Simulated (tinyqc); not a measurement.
# From kappa back to alloy fraction f

Model: Debye-Callaway model of lattice thermal conductivity. Computed by tinyqc, a small Python program. Command: `OMP_NUM_THREADS=1 python tinyqc.py 3022673 3022674 out.jsonl callaway inv`. One thread of a shared host (Intel(R) Xeon(R) Processor @ 2.30GHz), about 0.06 s of CPU time with the checks.

Three acoustic branches with one velocity v, cut at omega_D = k_B Theta/hbar; x = hbar omega/(k_B T). v and Theta are separate inputs: Theta cuts off the heat-carrying modes, so C need not reach 3 k_B/V. gamma is an effective value that sets the umklapp rate. Heat flows along the film.

Inputs (values chosen for the exercise, modelled on gallium nitride):
```
quantity                              value        unit
sound velocity v                       5280         m/s
Debye temperature Theta                 637           K
volume per atom V                      11.4  angstrom^3
mean atomic mass M                     41.9           u
effective Grueneisen parameter gamma   1.82           -
umklapp exponent divisor b              2.5           -
mass difference Delta M                21.3           u
film thickness t                       0.04  micrometre
specularity p                           0.2           -
normal-process factor f_N               2.4           -
temperature T                           400           K
```

Sample: film. Point defects: alloy. Normal processes: included.

Constants: k_B = 1.380649e-23 J/K; hbar = 1.054571817e-34 J s; u = 1.6605390666e-27 kg.

Method:
- For a random alloy on all sites Gamma = f (1 - f) (Delta M/M)^2, with M the mean mass; strain-field scattering is left out. A = V Gamma/(4 pi v^3).
- Rates: point defects A omega^4; umklapp B omega^2 T exp(-Theta/(b T)) with B = hbar gamma^2/(M v^2 Theta); normal processes f_N B omega^2 T (T/Theta)^2. Film: the bulk time tau of each mode, from the resistive rates above, is multiplied by the Fuchs-Sondheimer factor F = (3/2) int_0^1 (1 - u^2) [1 - (1 - p) (u/d) (1 - E)/(1 - p E)] du, with E = exp(-d/u), d = t/(v tau), by 48 Gauss-Legendre points in z with u = z^4; the boundary rate is defined as 1/(F tau) - 1/tau.
- kappa_1 = c int tau_C g dx, g = x^4 e^x/(e^x - 1)^2, c = (k_B/(2 pi^2 v)) (k_B T/hbar)^3, over 0 < x < min(Theta/T, 40), by 96 Gauss-Legendre points in s with x = x_max s^2; 1/tau_C = 1/tau_R + 1/tau_N; kappa_2 = c [int (tau_C/tau_N) g dx]^2 / int (tau_C/(tau_N tau_R)) g dx; kappa = kappa_1 + kappa_2.
- Heat capacity C = 3 c int g dx / v^2; grey free path 3 kappa/(C v); the median free path v tau_C halves kappa_1 when the quadrature points are ordered by free path (each counted at half its weight, interpolated in the logarithm); likewise at 10 % and 90 %.

Task: A run gave the result below. Find the alloy fraction f, known to lie between 0.24 and 0.43.

kappa = 12.86457 W/(m K)

Result:

Each step takes the trial c = (a f_b - b f_a)/(f_b - f_a), f being the result less the target and a, b, c the logarithms of the listed values; c replaces end b, the old b replaces a if the sign of f changed, and otherwise f_a is halved.

Scan of the range:
```
alloy fraction f  kappa (W/(m K))
0.240                     14.4274
0.264                     13.9408
0.291                     13.4916
0.321                     13.0912
0.354                     12.7488
0.390                     12.4728
0.430                     12.2678
```

False position (Illinois rule, in the logarithm of the input) inside the bracket:
```
step     end a     end b     trial  kappa (W/(m K))
1     0.321000  0.354000  0.342477          12.8578
2     0.321000  0.342477  0.341233          12.8702
3     0.342477  0.341233  0.341801          12.8646
4     0.341233  0.341801  0.341800          12.8646
5     0.341233  0.341800  0.341800          12.8646
6     0.341800  0.341800  0.341800          12.8646
```

Kappa falls at every point of a 13-point scan of the range (every second point is shown), so one value fits; it is bracketed by 0.321 and 0.354. Answer: alloy fraction f = 0.3418.

Caution: for so large a Gamma the Rayleigh formula is only rough near omega_D.
